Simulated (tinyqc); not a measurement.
Comparisons within one model: density of states of one tight-binding band on the triangular lattice. A value that a table varies takes the place of the one given here.

E(k) = -2 t (cos 2 pi k1 + cos 2 pi k2 + cos 2 pi (k1 + k2)); k in fractions of the reciprocal vectors, mesh k_i = j/N with j = 0 .. N-1. Densities are per cell and per spin, so the band holds one state.

Each cell of the mesh is cut along (i+1, j)-(i, j+1) into two triangles. For corner energies e1 <= e2 <= e3 and eij = ei - ej, the share of the triangle below E is n = (E - e1)^2/(e21 e31) for e1 < E < e2 and n = 1 - (e3 - E)^2/(e31 e32) for e2 < E < e3; its density of states is g = dn/dE.

Gaussian broadening: g(E) = mean over the mesh of exp(-(E - E_k)^2/(2 sigma^2))/(sigma sqrt(2 pi)), n(E) = mean of erfc((E_k - E)/(sigma sqrt 2))/2.

Parameters, chosen for this exercise: t = 0.47 eV (nearest hopping); N2 = 24 (mesh points along each axis in this comparison); sigma = 0.235 eV (Gaussian width); E = 0.12 eV (energy at which the density is wanted).

## Three ways to the same curve

N = N2 here; the reference is the linear method with N = 240.

g(E) (1/eV):

| E (eV) | reference | linear triangles | Gaussian, sigma | Gaussian, sigma/4 | reference n(E) |
|---|---|---|---|---|---|
| -2.435 | 0.105 | 0.108 | 0.100 | 0.108 | 0.039 |
| -2.050 | 0.114 | 0.113 | 0.114 | 0.192 | 0.081 |
| -1.666 | 0.124 | 0.124 | 0.125 | 0.196 | 0.127 |
| -1.281 | 0.137 | 0.138 | 0.138 | 0.207 | 0.177 |
| -0.897 | 0.154 | 0.154 | 0.156 | 0.247 | 0.233 |
| -0.512 | 0.178 | 0.177 | 0.180 | 0.169 | 0.296 |
| -0.127 | 0.212 | 0.211 | 0.216 | 0.152 | 0.371 |
| 0.257 | 0.268 | 0.267 | 0.281 | 0.224 | 0.462 |
| 0.642 | 0.390 | 0.382 | 0.437 | 0.456 | 0.585 |
| 1.026 | 0.630 | 0.622 | 0.537 | 0.576 | 0.817 |

What does this show, and why?

Root-mean-square errors against the reference: 0.0038 for linear triangles, 0.0332 for sigma and 0.0613 for sigma/4. The narrow Gaussian is worse than the wide one, because it resolves the separate mesh levels. The reference is highest at 1.026 eV of the energies listed, and half filling lies between 0.257 and 0.642 eV.

## Convergence with the mesh

At the energy E; the plain count is the share of mesh points below E; the reference is the linear method with N = 240.

Results:

| N | points | g linear | n linear | g Gaussian | n Gaussian | n plain count |
|---|---|---|---|---|---|---|
| 4 | 16 | 0.3119 | 0.4585 | 0.0022 | 0.4376 | 0.4375 |
| 6 | 36 | 0.3010 | 0.4328 | 0.2621 | 0.4761 | 0.5278 |
| 8 | 64 | 0.2715 | 0.4252 | 0.3632 | 0.4391 | 0.4844 |
| 12 | 144 | 0.2466 | 0.4284 | 0.2264 | 0.4289 | 0.4236 |
| 16 | 256 | 0.2526 | 0.4271 | 0.2562 | 0.4320 | 0.4258 |
| 24 | 576 | 0.2476 | 0.4271 | 0.2521 | 0.4314 | 0.4392 |
| 48 | 2304 | 0.2427 | 0.4269 | 0.2520 | 0.4314 | 0.4249 |

reference n and g: 0.4268  0.2438

What can be read from the table?

The linear n(E) stays within 0.002 of the reference from N = 8 on. The Gaussian g stays within 1 % of its last value from N = 24 on; it tends to the broadened curve, not the true one. At the last mesh it lies +0.008 1/eV from the reference g and the linear g -0.001. The plain count errs by -0.0019 at the last mesh.

## Critical points

The gradient vanishes at these points by symmetry; the signs of the eigenvalues of the second-derivative matrix give the type.

Critical points:

| point | k | E (eV) | positive | negative | type |
|---|---|---|---|---|---|
| Gamma | (0, 0) | -2.8200 | 2 | 0 | minimum |
| M | (0.5, 0) | 0.9400 | 1 | 1 | saddle |
| K | (0.3333, 0.3333) | 1.4100 | 0 | 2 | maximum |

What can be read from the table?

Gamma is a minimum at -2.820 eV: g has a step there. M is a saddle at 0.940 eV: g diverges logarithmically there. K is a maximum at 1.410 eV: g has a step there.

## What moves the count of states

Linear method and Gaussian sum with N = 48. Each row changes one parameter from the base and keeps the others.

Results:

| case | n linear | g linear (1/eV) | n Gaussian | g Gaussian (1/eV) |
|---|---|---|---|---|
| base | 0.4269 | 0.2427 | 0.4314 | 0.2520 |
| t = 0.517 eV | 0.4242 | 0.2195 | 0.4279 | 0.2258 |
| E = 0.167 eV | 0.4385 | 0.2524 | 0.4435 | 0.2610 |
| sigma = 0.47 eV | 0.4269 | 0.2427 | 0.4491 | 0.2807 |

How do the results move?

The largest shifts from the base row, up to three for each result and ties (the steps differ in size, so this ranks the rows, not the parameters). n linear: E +0.0116, t -0.0026; unchanged at the printed digits by sigma. g linear (1/eV): t -0.0233, E +0.0096; unchanged at the printed digits by sigma. n Gaussian: sigma +0.0176, E +0.0121, t -0.0036. g Gaussian (1/eV): sigma +0.0287, t -0.0262, E +0.0090.

Computed by tinyqc, a small Python program: `OMP_NUM_THREADS=1 python tinyqc.py 1652512 1652513 out.jsonl` (the numbers bound the seed that draws the inputs); one thread of a shared host (Intel(R) Xeon(R) Processor @ 2.30GHz), about 0.08 s for the whole set of steps.
